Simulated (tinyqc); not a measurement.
Thermal stress, cracking, delamination and buckling of a thin film; Griffith cracks and misfitting inclusions: one step, computed by the program tinyqc. Command: `OMP_NUM_THREADS=1 python tinyqc.py 3009329 3009330 out.jsonl filmcrack walk`. One thread of a shared host (Intel(R) Xeon(R) Processor @ 2.30GHz), about 0.01 s of CPU time with the checks.

Isotropic linear elasticity; the substrate is much thicker than the film; stress is positive in tension.

Task: A misfitting inclusion. Film material fills a long cylinder of radius R in the substrate, with the misfit e = thermal strain (it wants to shrink if e > 0). With the axial strain held by the substrate, s0 = (1 + nu) e/[(1 + nu)(1 - 2 nu)/E + (1 + nu_s)/E_s]; inside s_rr = s_tt = s0 and s_zz = E e + 2 nu s0; outside s_rr = s0 (R/r)^2, s_tt = -s_rr. Keep-out radius: where |s_rr| falls to 10 MPa (R if it is lower at the wall).

Inputs (values chosen for the exercise, modelled on a silicon nitride film on silicon):
```
quantity                       value        unit
film Young's modulus E           242         GPa
film Poisson ratio nu           0.26           -
deposition temperature T_d       600           K
final temperature T              300           K
substrate Young's modulus E_s    145         GPa
substrate Poisson ratio nu_s    0.27           -
inclusion radius R             0.075  micrometre
```

Inclusion: long cylinder (a filled via).

thermal strain = -3.30e-05

Give: radial stress at the wall s0; mean stress inside; keep-out radius.

Result:

radial stress at the wall s0 = -3.693 MPa

mean stress inside = -5.764 MPa

keep-out radius = 0.075 micrometre

The stress does not depend on R; its reach scales with R.
